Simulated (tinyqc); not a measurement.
Peak shift with the field.

The DLTS signal is S = C(t2) - C(t1), the change of the capacitance transient between two sampling times. Emission rate en = sn vth(T) Nc(T) exp(-Et/kB T) = sn g T^2 exp(-Et/kB T), g = vth Nc/(300 K)^2, as vth goes as T^0.5 and Nc as T^1.5 (degeneracy factor 1). For an exponential transient S peaks where en = ew = ln(t2/t1)/(t2 - t1). A Coulomb centre of charge +q (when empty) in the field F lowers its barrier by dE = sqrt(q F/(pi eps0 eps_r)) along the field. One-dimensional rate: en exp(b), b = dE/kB T; three-dimensional (Hartke): en {[1 + (b - 1) exp(b)]/b^2 + 1/2}. The peak temperatures solve rate = ew.

Values chosen for this exercise; material values close to those of gallium nitride: relative permittivity eps_r = 9.69; conduction-band density of states at 300 K Nc = 2.33e18 cm^-3; thermal velocity at 300 K vth = 2.6e7 cm/s; depth of the trap below the conduction edge Et = 0.11 eV; capture cross-section sn = 2.3e-15 cm^2; first sampling time t1 = 0.5 ms; second sampling time t2 = 1.25 ms.

Constants: q = 1.602176634e-19 C, kB = 1.380649e-23 J/K, eps0 = 8.8541878128e-14 F/cm where lengths are in cm. Results are converted to the units shown.

Peak shift with the field:

| F (kV/cm) | dE (meV) | T peak, one-dimensional (K) | T peak, three-dimensional (K) |
|---|---|---|---|
| 1.9 | 10.627 | 73.294 | 77.114 |
| 4.4 | 16.172 | 69.655 | 74.838 |
| 10 | 24.381 | 64.228 | 70.753 |
| 23 | 36.975 | 55.796 | 63.361 |
| 54 | 56.655 | 42.301 | 50.222 |

Read the table: what changes, and by how much?

dE grows as the square root of F, from 10.6 to 56.7 meV. The peak, at 80.21 K without field, moves down by 37.9 K (one-dimensional) or 30.0 K (three-dimensional) in the last row. A centre that is neutral when empty has no such long-range lowering, so the shift tells the charge state.

Program tinyqc, `OMP_NUM_THREADS=1 python tinyqc.py 2050019 2050020 out.jsonl`; Intel Xeon 2.30GHz, shared host, one thread, about 0.01 s.
